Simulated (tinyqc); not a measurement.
# Doping from the body effect

Problem. The threshold of a long MOSFET, counted against the source, shifts by gamma (sqrt(2 phiF + Vsb) - sqrt(2 phiF)) with gamma = sqrt(2 eps0 eps_r q N)/Cox. Find 2 phiF, gamma and N from two shifts.

Inputs (values chosen for the exercise): relative permittivity eps_r = 14.8.

Constants: q = 1.602176634e-19 C, eps0 = 8.8541878128e-14 F/cm where lengths are in cm. Results are converted to the units shown.

|VT - VT(0)| at source-body biases 1.2 and 3.5 V (V): [0.041695739, 0.093327929]
Cox = 0.42111381 uF/cm^2

Answer. The ratio of the shifts depends on 2 phiF alone and rises steadily with it, so it fixes 2 phiF; either shift then gives gamma, and gamma gives N.

2 phiF = 0.699 V
gamma = 0.0769 V^0.5
N = 2.50e15 cm^-3

Program tinyqc, `OMP_NUM_THREADS=1 python tinyqc.py 2060061 2060062 out.jsonl`; Intel Xeon 2.30GHz, shared host, one thread, about 0.01 s.
